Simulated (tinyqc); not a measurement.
# Floating body of a partially depleted SOI transistor: body voltage and kink: two studies

Source at 0 V. Channel current Ic = 2 nf K Vt^2 [F(0) - F(Vd)](1 + la Vd), F(V) = ln^2(1 + exp((Vg - VT - nf V)/(2 nf Vt))), VT = VT0 - gb Vb. Saturation voltage Vs = 2 Vt sqrt(F(0)) + 3 Vt, excess Ve = (Vd - Vs + sqrt((Vd - Vs)^2 + 0.0004 V^2))/2, multiplication M1 = Ai Ve exp(-Bl/Ve). Each junction passes D(v) = J1 (exp(v/Vt) - 1) + J2 (exp(v/(2 Vt)) - 1). Bipolar current Ib = bb J1 (exp(Vb/Vt) - 1). The body settles where M1 (Ic + Ib) = D(Vb) + D(Vb - Vd) + Vb/Rb; drain current Id = (1 + M1)(Ic + Ib) - D(Vb - Vd).

Inputs (values chosen for the exercise); values of the order met in partially depleted silicon-on-insulator transistors:
- T = 330 K (temperature)
- VT0 = 0.48 V (threshold at zero body voltage)
- gb = 0.24 (fall of the threshold per volt of body voltage)
- nf = 1.43 (slope factor)
- K = 340 uA/(V^2 um) (gain factor per width)
- la = 0.03 1/V (channel-length modulation factor)
- Ai = 1.35 1/V (impact-ionisation prefactor)
- Bl = 8.3 V (impact-ionisation voltage)
- J1 = 6.1e-12 uA/um (diffusion saturation current of each junction)
- J2 = 3e-8 uA/um (recombination saturation current of each junction)
- bb = 1 (gain of the lateral bipolar transistor on the diffusion current)
- Rb = 1e9 kohm um (resistance of a weak body tie to the source (1e9 stands for no tie, and the term is then dropped))
- Vg = 1.02 V (gate voltage)
- Vd = 1.4 V (drain voltage)

Constants: q = 1.602176634e-19 C, kB = 1.380649e-23 J/K, Vt = kB T/q. Results are converted to the units shown.

Each table varies one quantity; the others keep the values above.

## Output curve and kink

Rows with more than one solution for Vb (latch) are left out; dId/dVd by a forward difference over 1e-4 V, swing = 1e-4 V over the change of log10 Id; M1 under 1e-12 is printed as 0.

Output curve and kink:

| Vd (V) | Vb (V) | M1 | Id, floating (uA/um) | Id, grounded (uA/um) | ratio | dId/dVd, floating (uS/um) | dId/dVd, grounded (uS/um) |
|---|---|---|---|---|---|---|---|
| 1 | 0.2313 | 3.941e-8 | 43.43 | 35.72 | 1.216 | 53.91 | 1.041 |
| 1.2 | 0.4596 | 3.082e-6 | 52.09 | 35.93 | 1.450 | 30.52 | 1.048 |
| 1.4 | 0.5665 | 5.958e-5 | 56.61 | 36.14 | 1.566 | 17.29 | 1.109 |
| 1.6 | 0.6290 | 4.462e-4 | 59.54 | 36.38 | 1.636 | 12.63 | 1.317 |
| 1.8 | 0.6721 | 0.001880 | 61.86 | 36.68 | 1.686 | 10.93 | 1.761 |
| 2 | 0.7040 | 0.005521 | 64.04 | 37.10 | 1.726 | 11.18 | 2.485 |
| 2.2 | 0.7289 | 0.01277 | 66.44 | 37.70 | 1.763 | 13.14 | 3.487 |

Vb rises from 0.231 to 0.729 V and the ratio of the currents rises from 1.22 to 1.76. The output conductance with a floating body exceeds the grounded value by the largest factor among the rows, 51.8, at Vd = 1 V, where Vb = 0.231 V and M1 = 3.94e-8.

## Transfer curve and swing

Same model as above.

Transfer curve and swing:

| Vg (V) | Vb (V) | M1 | Id, floating (uA/um) | Id, grounded (uA/um) | ratio | swing, floating (mV/decade) | swing, grounded (mV/decade) |
|---|---|---|---|---|---|---|---|
| 0.03 | 0.08173 | 0.003212 | 2.074e-5 | 1.283e-5 | 1.617 | 77.50 | 94.04 |
| 0.13 | 0.2363 | 0.003190 | 5.902e-4 | 1.483e-4 | 3.979 | 64.95 | 94.29 |
| 0.23 | 0.4109 | 0.003073 | 0.01717 | 0.001680 | 10.22 | 75.36 | 95.77 |
| 0.33 | 0.5121 | 0.002702 | 0.2403 | 0.01771 | 13.57 | 103.6 | 100.7 |
| 0.43 | 0.5634 | 0.002049 | 1.496 | 0.1535 | 9.740 | 157.4 | 115.4 |
| 0.53 | 0.5876 | 0.001366 | 4.891 | 0.9004 | 5.432 | 241.8 | 151.1 |
| 0.63 | 0.5969 | 8.360e-4 | 10.83 | 3.254 | 3.328 | 346.4 | 216.1 |
| 0.73 | 0.5973 | 4.771e-4 | 19.25 | 7.980 | 2.412 | 461.0 | 305.8 |
| 0.83 | 0.5916 | 2.533e-4 | 30.02 | 15.28 | 1.965 | 580.2 | 410.0 |

What does the comparison show?

Vb goes from 0.0817 through a maximum of 0.597 (at Vg = 0.73 V among the rows listed) to 0.592 V. The smallest swing among the rows is 65.0 mV a decade with a floating body (at Vg = 0.13 V) and 94.0 with a grounded one; Vt ln 10 = 65.5. The floating swing is smaller by more than 3 % for Vg = 0.03, 0.13, 0.23 V, where the rising Vb lowers the threshold as Vg rises. In the first row the floating body raises the current by a factor of 1.62.

Range of the model: The multiplication law is an empirical form chosen for the exercise; self-heating and capacitive coupling to the body are left out, and the linear laws are rough once Vb passes about 0.7 V or M1 about 0.1.

Numbers from tinyqc (`OMP_NUM_THREADS=1 python tinyqc.py 2182137 2182138 out.jsonl`; about 0.2 s on one thread of a shared Intel Xeon 2.30GHz).
